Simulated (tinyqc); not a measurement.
Angle series: uniform film or islands? Model: X-ray photoelectron analysis of a thin oxide on a semiconductor: attenuation lengths, thickness, angle series and band offsets. Computed by tinyqc, a small Python program. Command: `OMP_NUM_THREADS=1 python tinyqc.py 3110073 3110074 out.jsonl xps walk`. One thread of a shared host (Intel(R) Xeon(R) Processor @ 2.30GHz), about 0.01 s of CPU time with the checks.

The same element is seen in the oxide and in the substrate, at nearly the same kinetic energy; films are flat and uniform, and the work function is ignored.

Inputs (values chosen for the exercise, modelled on SiO2 on silicon):

| quantity | value | unit |
|---|---|---|
| photon energy | 650 | eV |
| binding energy of the core level | 99.4 | eV |
| oxide density | 2.26 | g/cm^3 |
| oxide formula mass | 60.08 | g/mol |
| valence electrons per oxide formula | 16 | - |
| oxide gap | 8.98 | eV |
| substrate density | 2.33 | g/cm^3 |
| substrate formula mass | 28.09 | g/mol |
| valence electrons per substrate formula | 4 | - |
| substrate gap | 1.12 | eV |
| oxide thickness d | 2.1 | nm |
| emission angle from the normal | 0 | degrees |
| attenuation length over inelastic mean free path | 0.91 | - |
| carbon overlayer | 0.5 | nm |

Method:
- TPP-2M: lambda = E/(E_p^2 [b ln(c E) - C/E + D/E^2]) in angstrom, E_p = 28.8 sqrt(N_v rho/M), b = -0.10 + 0.944/sqrt(E_p^2 + E_g^2) + 0.069 rho^0.1, c = 0.191/sqrt(rho), U = N_v rho/M, C = 1.97 - 0.91 U, D = 53.4 - 20.8 U, with E = photon energy less binding energy in eV.
- Attenuation length L = factor x lambda.
- R_0 = (rho_o/M_o) L_o/((rho_s/M_s) L_s); peak ratio R = I_ox/I_sub = R_0 [exp(d/(L_o cos theta)) - 1]; hence d = L_o cos theta ln(1 + R/R_0). A carbon layer weakens both peaks alike, by exp(-d_C/(L_o cos theta)) if its L is taken equal to L_o. This R_0 leaves out intrinsic losses from the substrate peak, so calibrated values can be larger.
- Islands: half of the surface carries 2 d and half none, R = R_0 (1/2)(1 - t)/(1/2 + t/2) with t = exp(-2 d/(L_o cos theta)); the apparent thickness is read with the uniform formula.

R_0 = 0.575967

L in the oxide = 1.75179 nm

Against the angle:

| theta (degrees) | R, uniform | R, islands | apparent d, islands (nm) |
|---|---|---|---|
| 0 | 1.334 | 0.47994 | 1.0618 |
| 20 | 1.487 | 0.49265 | 1.0174 |
| 35 | 1.913 | 0.51740 | 0.9198 |
| 45 | 2.562 | 0.53843 | 0.8176 |
| 55 | 4.081 | 0.55861 | 0.6812 |
| 65 | 9.248 | 0.57202 | 0.5106 |
| 75 | 58.570 | 0.57586 | 0.3142 |

What follows from these numbers?

A uniform film gives d = 2.1 nm at every angle. The island film of the same volume reads 1.06 nm at normal emission and 0.314 nm at 75 degrees; its ratio cannot pass R_0, since the bare half always shows the substrate.

Extremes, crossings and ranges named in words are read from the listed rows.
